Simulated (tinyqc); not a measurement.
Polycrystal bounds against single-crystal directions: anisotropic elasticity and sound waves of a cubic crystal. Computed by tinyqc, a small Python program. Command: `OMP_NUM_THREADS=1 python tinyqc.py 3007239 3007240 out.jsonl cubicelastic walk`. One thread of a shared host (Intel(R) Xeon(R) Processor @ 2.30GHz), about 0.01 s of CPU time with the checks.

Voigt order 1..6 = xx, yy, zz, yz, xz, xy, with engineering shear strains. The rotated frame has x' as named, z' along the wafer normal and y' = z' x x'.

Inputs (values chosen for the exercise, for a model crystal): C11 = 381 GPa; C12 = 45.3 GPa; C44 = 191 GPa.

Frame: (001) wafer, x' along [110].

Method. S11 = (C11 + C12)/D, S12 = -C12/D, D = (C11 - C12)(C11 + 2 C12), S44 = 1/C44. Zener ratio A = 2 C44/(C11 - C12); S0 = S11 - S12 - S44/2; H = 2 C44 + C12 - C11. B = (C11 + 2 C12)/3; Voigt G = (C11 - C12 + 3 C44)/5; Reuss G = 5/(4 (S11 - S12) + 3 S44); Hill is their mean; E = 9BG/(3B + G), nu = (3B - 2G)/(6B + 2G). Along <hkl>, with g = 0, 1/4, 1/3: 1/E = S11 - 2 S0 g; for a film with that normal C33 = C11 + 2 H g and M = [6B - (3B - C33) - (3B - C33)^2/C33]/2.

S11 = 2.69271 1/TPa

S12 = -0.286136 1/TPa

S44 = 5.23560 1/TPa

S0 = 0.361049 1/TPa

H = 46.3 GPa

Zener ratio A = 1.13792

bulk modulus B = 157.2 GPa

Averages:
```
average,G (GPa),E (GPa),nu
Voigt,181.74,393.56,0.082744
Reuss,181.01,392.42,0.083949
Hill,181.38,392.99,0.083346
```

Directions:
```
direction,E (GPa),biaxial modulus M (GPa)
<100>,371.37,415.53
<110>,398.06,432.25
<111>,407.83,437.40
```

What follows from these numbers?

The bounds on G differ by 0.40 %, while E varies by a factor 1.10 with direction; with A above 1 the stiffest axis is <111>. Under a fixed mismatch strain, grains with a <100> normal store the least energy.

Extremes, crossings and ranges named in words are read from the listed rows.
